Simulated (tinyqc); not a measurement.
What moves the results: valence-band anticrossing with a localised impurity level. A value that a table varies takes the place of the one given here.

Host valence band EM(k) = al x - c k^2/mM, c = hbar^2/2m0, coupled to a flat level EI by V = C sqrt(x): H = [[EM, V], [V, EI]], E+/- = (EM + EI)/2 +/- sqrt((EM - EI)^2/4 + V^2). The host weight of a state at E is f = 1/(1 + V^2/(E - EI)^2), and its mass at k = 0 is mM/f. The gap is Eg - E+(0), the conduction edge staying at Eg.

Constants: hbar^2/2m0 = 3.80998211 eV angstrom^2.

Parameters, chosen for this exercise (host near GaAs; the results hold for these values, not for the real material):
```
symbol  value   unit  meaning
Eg      1.497   eV    gap at Gamma to the s-like level
mM      0.32    m0    mass of the host band
EI      -0.287  eV    impurity level, from the valence top of the host
C       1.04    eV    coupling
al      0.69    eV    linear shift of the host edge
x       0.0045        impurity fraction
```

## Impurity fraction

The last column is the bowing that a quadratic law would need at that x, (Eg - gap)/(x (1 - x)), with equal end gaps.

Results:
```
x (%)  E- (eV)  E+ (eV)  gap (eV)  host weight of E+  mass of E+  bowing (eV)
0.1    -0.2907   0.0044    1.4926              0.987      0.3241          4.4
0.2    -0.2943   0.0087    1.4883              0.976      0.3279          4.4
0.5    -0.3046   0.0210    1.4760              0.946      0.3382          4.2
1.0    -0.3201   0.0400    1.4570              0.908      0.3524          4.0
2.0    -0.3470   0.0738    1.4232              0.857      0.3732          3.8
3.0    -0.3700   0.1037    1.3933              0.825      0.3880          3.6
5.0    -0.4090   0.1565    1.3405              0.784      0.4080          3.3
8.0    -0.4562   0.2244    1.2726              0.751      0.4259          3.0
```

What does this show, and why?

The apparent bowing falls from 4.4 to 3.0 eV, so no single constant describes the gap: the part from the coupling goes as x while V is small against |EM - EI| and as sqrt(x) beyond (V = |EI| near x = 7.62 %), with the linear term al x on top; the fall of the gap goes as the power 0.98 of x between the first two rows and 0.77 between the last two. The mass of E+ goes from 0.3241 to 0.4259, higher although the gap falls; with al = 0 the weight tends to 1/2 at large x.

## What each parameter does

At k = 0. Each row changes one parameter from the base and keeps the others.

Results:
```
case            E- (eV)  E+ (eV)  gap (eV)  mass (m0)
base            -0.3029   0.0190    1.4780     0.3366
EI = -0.337 eV  -0.3508   0.0169    1.4801     0.3324
al = 1.19 eV    -0.3028   0.0211    1.4759     0.3364
Eg = 1.547 eV   -0.3029   0.0190    1.5280     0.3366
C = 0.884 eV    -0.2987   0.0148    1.4822     0.3324
x = 0.00382     -0.3006   0.0163    1.4807     0.3344
mM = 0.368 m0   -0.3029   0.0190    1.4780     0.3871
```

How do the results move?

The largest shifts from the base row, up to three for each result and ties (the steps differ in size, so this ranks the rows, not the parameters). E- (eV): EI -0.0478, C +0.0043, x +0.0023; unchanged at the printed digits by Eg and mM. E+ (eV): C -0.0043, x -0.0028, EI -0.0022; unchanged at the printed digits by Eg and mM. gap (eV): Eg +0.0500, C +0.0043, x +0.0028; unchanged at the printed digits by mM. mass (m0): mM +0.0505, C -0.0043, EI -0.0042; unchanged at the printed digits by Eg.

Program tinyqc; command `OMP_NUM_THREADS=1 python tinyqc.py 1081443 1081444 out.jsonl`; about 0.01 s on one thread of a shared Intel(R) Xeon(R) Processor @ 2.30GHz.
